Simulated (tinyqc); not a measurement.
# Worked calculation: off-state leakage of single and stacked transistors

Computed by the program tinyqc: `OMP_NUM_THREADS=1 python tinyqc.py 2242181 2242182 out.jsonl`, one thread of a shared Intel Xeon 2.30GHz, about 0.03 s for the whole run. Printed values are rounded.

n-channel devices of unit width. Subthreshold current I(Vg, Vs, Vd) = I0 (T/300 K)^0.5 exp[(Vg - Vs - VT(T) - gb (Vs - Vb) + dd (Vd - Vs))/(nf Vt)] (1 - exp(-(Vd - Vs)/Vt)), VT(T) = VT - cT (T - 300 K). Gate-edge tunnelling Ig (Vd/1 V) exp(ag (Vd - 1 V)), for a gate at 0 V, and band-to-band leakage Ab u exp(-Bb/u), u = Vd - Vb + 1 V, flow at a drain held at V; both are taken as independent of T. In a stack of off transistors (all gates at 0 V) the same subthreshold current passes through each.

Parameters, values chosen for the exercise; values of the order met in bulk silicon logic transistors:
- T = 300 K (temperature)
- V = 0.8 V (supply voltage)
- VT = 0.36 V (threshold at 300 K, zero drain and body bias)
- cT = 0.6 mV/K (fall of the threshold with temperature)
- I0 = 0.57 uA/um (current at threshold at 300 K)
- nf = 1.42 (slope factor)
- dd = 0.14 (drain-induced lowering per volt)
- gb = 0.23 (rise of the threshold per volt of source-body bias)
- Ig = 0.0003 uA/um (gate-edge tunnelling current at 1 V)
- ag = 5.9 1/V (exponential slope of the gate current)
- Ab = 40 uA/(um V) (prefactor of band-to-band leakage at the drain)
- Bb = 29 V (its exponential voltage)
- Vb = -0.3 V (body voltage)

Constants: q = 1.602176634e-19 C, kB = 1.380649e-23 J/K, Vt = kB T/q. Results are converted to the units shown.

## Leakage of one transistor

Vg = Vs = 0, Vd = V; effective threshold VT(T) - gb Vb - dd V.

effective threshold = 0.317 V
parts (nA/um): subthreshold 0.101302, gate edge 0.0737469, band-to-band 0.0845044
total = 0.259553 nA/um
shares (%): subthreshold 39.0293, gate edge 28.4130, band-to-band 32.5576

The subthreshold part is the largest.

## Starting value

Vx = dd V/(1 + gb + 2 dd), the solution for Vx well above Vt, rounded to three decimals.

Vx at the start = 0.074 V

## Iteration 1: new Vx

Stack of two, Vx the node between them: I_low = I(0, 0, Vx), I_up = I(0, Vx, V), f = ln(I_up/I_low), f' = -(1 + gb + 2 dd)/(nf Vt) - 1/(Vt (exp(Vx/Vt) - 1)) - 1/(Vt (exp((V - Vx)/Vt) - 1)), Vx(new) = Vx - f/f'.

I_low = 0.00599268 nA/um
I_up = 0.00640096 nA/um
f = 0.0659081
f' = -43.4771 1/V
Vx after iteration 1 = 0.0755159 V

## Iteration 2: new Vx

As before.

I_low = 0.00604823 nA/um
I_up = 0.00604888 nA/um
f = 1.08103e-4
f' = -43.3360 1/V
Vx after iteration 2 = 0.0755184 V

## Course of the iteration

Stop when the step is below 1e-11 V, or after 40 iterations.

Course of the iteration:

| iteration | Vx before the step (V) | step (V) |
|---|---|---|
| 1 | 0.074 | 1.52e-3 |
| 2 | 0.0755159 | 2.49e-6 |
| 3 | 0.0755184 | 6.47e-12 |

Converged in 3 iterations. The subthreshold current of the stack is 0.006048 nA/um, 16.7 times less than that of one transistor (the drain leakage is unchanged); the estimate exp[dd V (1 + gb + dd)/((1 + gb + 2 dd) nf Vt)] gives 15.9.
